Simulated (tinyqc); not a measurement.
# Floating body of a partially depleted SOI transistor: body voltage and kink, step by step

Computed by the program tinyqc: `OMP_NUM_THREADS=1 python tinyqc.py 2182222 2182223 out.jsonl`, one thread of a shared Intel Xeon 2.30GHz, about 0.2 s for the whole run. Printed values are rounded.

Source at 0 V. Channel current Ic = 2 nf K Vt^2 [F(0) - F(Vd)](1 + la Vd), F(V) = ln^2(1 + exp((Vg - VT - nf V)/(2 nf Vt))), VT = VT0 - gb Vb. Saturation voltage Vs = 2 Vt sqrt(F(0)) + 3 Vt, excess Ve = (Vd - Vs + sqrt((Vd - Vs)^2 + 0.0004 V^2))/2, multiplication M1 = Ai Ve exp(-Bl/Ve). Each junction passes D(v) = J1 (exp(v/Vt) - 1) + J2 (exp(v/(2 Vt)) - 1). Bipolar current Ib = bb J1 (exp(Vb/Vt) - 1). The body settles where M1 (Ic + Ib) = D(Vb) + D(Vb - Vd) + Vb/Rb; drain current Id = (1 + M1)(Ic + Ib) - D(Vb - Vd).

Values chosen for this exercise; values of the order met in partially depleted silicon-on-insulator transistors:
- T = 398 K (temperature)
- VT0 = 0.36 V (threshold at zero body voltage)
- gb = 0.16 (fall of the threshold per volt of body voltage)
- nf = 1.21 (slope factor)
- K = 580 uA/(V^2 um) (gain factor per width)
- la = 0.02 1/V (channel-length modulation factor)
- Ai = 3.38 1/V (impact-ionisation prefactor)
- Bl = 7.1 V (impact-ionisation voltage)
- J1 = 1.2e-8 uA/um (diffusion saturation current of each junction)
- J2 = 4.2e-6 uA/um (recombination saturation current of each junction)
- bb = 0.5 (gain of the lateral bipolar transistor on the diffusion current)
- Rb = 1e9 kohm um (resistance of a weak body tie to the source (1e9 stands for no tie, and the term is then dropped))
- Vg = 0.74 V (gate voltage)
- Vd = 2 V (drain voltage)

Constants: q = 1.602176634e-19 C, kB = 1.380649e-23 J/K, Vt = kB T/q. Results are converted to the units shown.

Range of the model: The multiplication law is an empirical form chosen for the exercise; self-heating and capacitive coupling to the body are left out, and the linear laws are rough once Vb passes about 0.7 V or M1 about 0.1.

## Starting value

Vb = 0.76 V.

Vb at the start = 0.76 V

## Iteration 1: new Vb

Current into the body I_in = M1 (Ic + Ib) - D(Vb - Vd), current out I_out = D(Vb) + Vb/Rb; f = ln(I_in/I_out), s = df/dVb by central differences over 1e-5 V, Vb(new) = Vb - f/s.

Ic = 62.7627 uA/um
Ve = 1.48247 V
M1 = 0.0416804
I_in = 3.66741 uA/um
I_out = 50.7243 uA/um
f = -2.62692
s = -20.7809 1/V
Vb after iteration 1 = 0.633590 V

## Iteration 2: new Vb

As before.

Ic = 57.8182 uA/um
Ve = 1.49914 V
M1 = 0.0444545
I_in = 2.59841 uA/um
I_out = 1.30838 uA/um
f = 0.686112
s = -28.2102 1/V
Vb after iteration 2 = 0.657911 V

## Course of the iteration

Stop when the step is below 1e-10 V, or after 40 iterations.

Course of the iteration:
```
iteration  Vb before the step (V)  step (V)
1                            0.76    -0.126
2                        0.633590    0.0243
3                        0.657911   4.91e-5
4                        0.657960  5.10e-10
5                        0.657960         0
```

Converged in 5 iterations.

## Drain current with floating and with grounded body

converged Vb = 0.657960 V

Id and VT at the converged Vb, Id at Vb = 0, their ratio, and the bipolar share Ib/(Ic + Ib).

VT = 0.254726 V
Id, floating = 62.6794 uA/um
Id, grounded = 38.3302 uA/um
ratio = 1.63525
bipolar share = 2.14429 %

The body rises to 0.658 V and lowers the threshold by 105 mV.
